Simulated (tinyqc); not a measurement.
# Six-transistor SRAM cell, nodal equations and margins, step by step

tinyqc, about 0.1 s, one thread, Intel Xeon 2.30GHz (shared host): `OMP_NUM_THREADS=1 python tinyqc.py 2340072 2340073 out.jsonl` Printed values are rounded.

Two cross-coupled inverters (pull-down bn, pull-up bp) hold the nodes Q and QB; access transistors (ba, threshold VTn, gate on the word line at Vdd when selected) join them to the bit lines. Transistor (EKV form, voltages against the body): I = 2 n b Vt^2 [F(vp - Vs) - F(vp - Vd)] from drain to source, F(v) = ln^2(1 + exp(v/(2 Vt))), vp = (Vg - VT + sg |Vd - Vs|)/n. n-channel bodies are at 0; for the p-channel device all voltages are counted down from Vdd. b in uA/V^2 gives I in uA. For an access transistor the bit line is the drain and the node the source. In a read both bit lines are at Vdd. The cell is symmetric (no mismatch).

Values chosen for this exercise:
```
symbol,value,unit,meaning
T,293,K,temperature
Vdd,1,V,supply voltage
n,1.41,,slope factor
sg,0.027,,drain-induced barrier lowering
VTn,0.27,V,n-channel threshold
VTp,0.43,V,p-channel threshold (magnitude)
bn,610,uA/V^2,gain factor of the pull-down transistor
ba,510,uA/V^2,gain factor of the access transistor
bp,170,uA/V^2,gain factor of the pull-up transistor
```

Constants: q = 1.602176634e-19 C, kB = 1.380649e-23 J/K, Vt = kB T/q. Results are converted to the units shown.

## Iteration 1: node voltages in a read by Newton steps

(Q, QB) at the start (V): Q 0.00000, QB 1.00000

F1 = In(gate QB, drain Q) - Ip(gate QB, drain Q) - Ia(bit line, Q), F2 the same with Q and QB exchanged; J by central differences with +/- 1e-6 V; solve J d = -F, limit each component to +/- 0.15 V and add.

F1, F2 (uA): -103.637  0.001

J (uS):
```
          Q      QB
F1  838.740   0.000
F2    0.032  96.873
```

(Q, QB) after iteration 1 (V): Q 0.123563, QB 0.999947

## Iteration 2: node voltages in a read by Newton steps

As before.

F1, F2 (uA): -12.0272  0.0282

J (uS):
```
          Q      QB
F1  644.044  75.446
F2    0.840  75.784
```

(Q, QB) after iteration 2 (V): Q 0.142305, QB 0.999368

## Course of the iteration: node voltages in a read by Newton steps

Stop when the largest change of (Q, QB) is below 1e-9 V, or after 30 iterations. The rule counts as met only at the stable state with Q low.

Course of the iteration:
```
iteration     Q (V)  largest |change| of one entry (V)
1          0.123563                              0.124
2          0.142305                             0.0187
3          0.142780                            4.75e-4
4          0.142781                            3.60e-7
5          0.142781                           2.62e-13
```

Converged in 5 iterations. At the end the number of correct digits about doubles with each step.

## Read current and disturbance

(Q, QB) (V): Q 0.142781, QB 0.999274

Iread = Ia(bit line at Vdd, source Q); cell ratio bn/ba; time to pull a bit line of 20 fF down by 0.1 V at that current.

Iread = 55.0771 uA
cell ratio = 1.19608
time = 36.3128 ps

The read lifts the low node to 143 mV, against a balance point of 422 mV.

## The largest square in the read butterfly

c, point 0 to 6 (V): 0.17  0.28  0.4  0.48  0.56  0.62  0.68

f(x) is the node voltage of one half-cell in a read for input x (In - Ip - Ia = 0). Static noise margin: side of the largest square between the curve (x, f(x)) and its mirror image (f(y), y); with h(c) the root x of f(x) - x = c, it is the maximum over c > 0 of h(c) - h(-c) + c.

```
point  h(c) (V)  h(-c) (V)  side (V)
0      0.364952   0.510445  0.024507
1      0.357288   0.572079  0.065209
2      0.353886   0.643009  0.110876
3      0.350347   0.695719  0.134628
4      0.339337   0.753934  0.145403
5      0.320657   0.800532  0.140125
6      0.290683   0.849032  0.121651
```

The maximum over c is 145.4 mV, the read margin; with the word line off (no Ia) the same construction gives 343.5 mV.
